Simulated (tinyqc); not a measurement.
The vacancy as the cations move: bond unit of a tetrahedral oxide and its oxygen vacancy in tight binding.

Without the oxygen the two hybrids face each other at distance R and couple by -V2, V2 = 3.22 x 2c/R^2, c = hbar^2/2m0: a bond at eh - V2 with two electrons and an antibond at eh + V2. Levels are measured from eop, the lone-pair level that stands for the top of the valence band.

Constants: hbar^2/2m0 = 3.80998211 eV angstrom^2.

Inputs chosen for the exercise (out of a larger set: near tabulated values for SiO2; not measured data):

| symbol | value | unit | meaning |
|---|---|---|---|
| es | -14.91 | eV | s level of the cation |
| ep | -7.69 | eV | p level of the cation |
| eop | -16.85 | eV | p level of oxygen |

R is varied; eh = (es + 3 ep)/4. The last two columns are the band energies of the bond with two electrons, -2 V2, and with one, -V2.

Against R (eV):

| R (angstrom) | V2 | bond level | antibond level | two electrons | one electron |
|---|---|---|---|---|---|
| 2.20 | 5.069 | 2.286 | 12.424 | -10.139 | -5.069 |
| 2.35 | 4.443 | 2.912 | 11.798 | -8.886 | -4.443 |
| 2.50 | 3.926 | 3.429 | 11.281 | -7.852 | -3.926 |
| 2.70 | 3.366 | 3.989 | 10.721 | -6.731 | -3.366 |
| 3.00 | 2.726 | 4.629 | 10.081 | -5.453 | -2.726 |
| 3.30 | 2.253 | 5.102 | 9.608 | -4.506 | -2.253 |
| 3.70 | 1.792 | 5.563 | 9.147 | -3.585 | -1.792 |
| 4.20 | 1.391 | 5.964 | 8.746 | -2.782 | -1.391 |

The bond level rises from 2.29 eV at 2.2 to 5.96 eV at 4.2 angstrom, towards the lone hybrid at 7.36 eV. Taking one electron away halves the pull between the cations (at 2.5 angstrom from 6.28 to 3.14 eV/angstrom), so the positive vacancy relaxes outward and its level moves up: capture and release of a hole take place at different energies.

Program tinyqc; command `OMP_NUM_THREADS=1 python tinyqc.py 1451016 1451017 out.jsonl`; about 0.01 s on one thread of a shared Intel(R) Xeon(R) Processor @ 2.30GHz.
